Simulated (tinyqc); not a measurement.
# Changing the trap level E_t

Model: carrier lifetime from Shockley-Read-Hall, radiative, Auger and surface recombination. Computed by tinyqc, a small Python program. Command: `OMP_NUM_THREADS=1 python tinyqc.py 3005739 3005740 out.jsonl lifetime sweep`. One thread of a shared host (Intel(R) Xeon(R) Processor @ 2.30GHz), about 0.02 s of CPU time with the checks.

Energies are counted from the top of the valence band. Boltzmann statistics, full ionisation, and equal excess densities of electrons and holes.

Inputs (values chosen for the exercise, for a model semiconductor): gap E_g = 0.984 eV; electron mass m_e = 0.35 m_0; valleys M_c = 6; hole mass m_h = 0.822 m_0; temperature T = 250 K; doping N = 2.2e+16 cm^-3; trap density N_t = 3.1e+11 cm^-3; electron cross-section sigma_n = 1.3e-16 cm^2; hole cross-section sigma_p = 3.6e-14 cm^2; radiative coefficient B = 1.3e-14 cm^3/s; Auger coefficient C_n = 8.5e-31 cm^6/s; Auger coefficient C_p = 8.6e-32 cm^6/s; excess density dn = 3.8e+16 cm^-3; generation rate G = 1.1e+19 cm^-3 s^-1; diffusion coefficient D = 11 cm^2/s; surface velocity S = 34 cm/s; thickness W = 8.3 micrometre.

Doping: n-type. Surface term: two equal surfaces.

Constants: m_0 = 9.1093837015e-31 kg; k_B = 1.380649e-23 J/K; h = 6.62607015e-34 J s; k_B = 8.617333262e-05 eV/K.

Method:
- N_c = 2 M_c (2 pi m_e k_B T/h^2)^(3/2) and N_v = 2 (2 pi m_h k_B T/h^2)^(3/2), masses in units of m_0.
- n_i = sqrt(N_c N_v) exp(-E_g/2 k_B T); majority density N/2 + sqrt(N^2/4 + n_i^2), minority density n_i^2 over it.
- v = sqrt(3 k_B T/m) with m_e or m_h; tau_n0 = 1/(sigma_n v_n N_t), tau_p0 = 1/(sigma_p v_p N_t); n1 = N_c exp(-(E_g - E_t)/k_B T), p1 = N_v exp(-E_t/k_B T).
- The slowest diffusion mode has x tan x = S W/(2 D) with 0 < x < pi/2 (bisection), and tau_s = W^2/(4 x^2 D). The common approximation is W/(2 S) + W^2/(pi^2 D).
- With n = n_0 + dn, p = p_0 + dn and U/dn = 1/tau: (n p - n_i^2)/dn = n_0 + p_0 + dn = s; 1/tau_SRH = s/[tau_p0 (n + n1) + tau_n0 (p + p1)]; 1/tau_rad = B s; 1/tau_Aug = (C_n n + C_p p) s; the rates add, with 1/tau_s.
- Radiative efficiency = tau_eff/tau_rad; effective diffusion length = sqrt(D tau_eff).
- dn solves dn/tau_eff(dn) = G (60 bisections in ln dn between 1e-2 and 1e22 cm^-3); the splitting of the quasi-Fermi levels is k_B T ln(n p/n_i^2).

One run for each value:
```
trap level E_t (eV)  tau_SRH at dn (s)  effective lifetime at dn (s)  quasi-Fermi splitting under G (eV)
0.059                         0.021989                    1.1631e-05                             0.58424
0.155                         0.001125                    1.1518e-05                             0.58386
0.251                         0.000882                    1.1486e-05                             0.57423
0.348                         0.000880                    1.1486e-05                             0.56898
0.444                         0.000880                    1.1486e-05                             0.56888
0.540                         0.000880                    1.1486e-05                             0.56888
0.636                         0.000880                    1.1486e-05                             0.56888
0.733                         0.000880                    1.1486e-05                             0.56896
0.829                         0.000882                    1.1486e-05                             0.57349
0.925                         0.001074                    1.1513e-05                             0.58377
```

What does the table show, and why?

Over the rows, tau_SRH at dn (s) goes from 0.0220 through a minimum among these rows, 8.80e-4 at 0.540, to 0.00107; effective lifetime at dn (s) goes from 1.16e-5 through a minimum among these rows, 1.15e-5 at 0.540, to 1.15e-5; quasi-Fermi splitting under G (eV) goes from 0.584 through a minimum among these rows, 0.569 at 0.540, to 0.584. Near a band edge n1 or p1 grows, captured carriers are re-emitted and tau_SRH lengthens.

Caution (all rows): beyond low injection D should be the ambipolar coefficient.

Extremes, crossings and ranges named in words are read from the listed rows.
